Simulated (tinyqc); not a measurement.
Double-gate transistor, scale length and short-channel effects: one step of the calculation.

A body of thickness ts between two insulators of thickness ti and two tied gates. Below threshold the potential that source and drain add obeys Laplace's equation and vanishes on the gate. Its lowest mode decays along the channel as exp(-k y); k is the smallest positive root of the matching condition at the interface, and the scale length is Lambda = pi/k.

Problem. Scale length against simple estimates. Lambda = pi/k and l = 1/k. A parabolic potential across the structure gives l(parabolic) = sqrt((eps_r/(2 ei)) ts ti (1 + ei ts/(4 eps_r ti))).

Parameters, values chosen for the exercise; permittivities: semiconductor made up, insulator close to that of zirconium oxide: relative permittivity of the semiconductor eps_r = 19.7; relative permittivity of the insulator ei = 24.2; insulator thickness ti = 5.6 nm; body thickness ts = 7.1 nm.

k = 0.18211871 1/nm

Wanted: Lambda; l; l(parabolic).

Solution.

Lambda = 17.250 nm
l = 5.4909 nm
l(parabolic) = 4.7418 nm

tinyqc, about 0.01 s, one thread, Intel Xeon 2.30GHz (shared host): `OMP_NUM_THREADS=1 python tinyqc.py 2420173 2420174 out.jsonl`
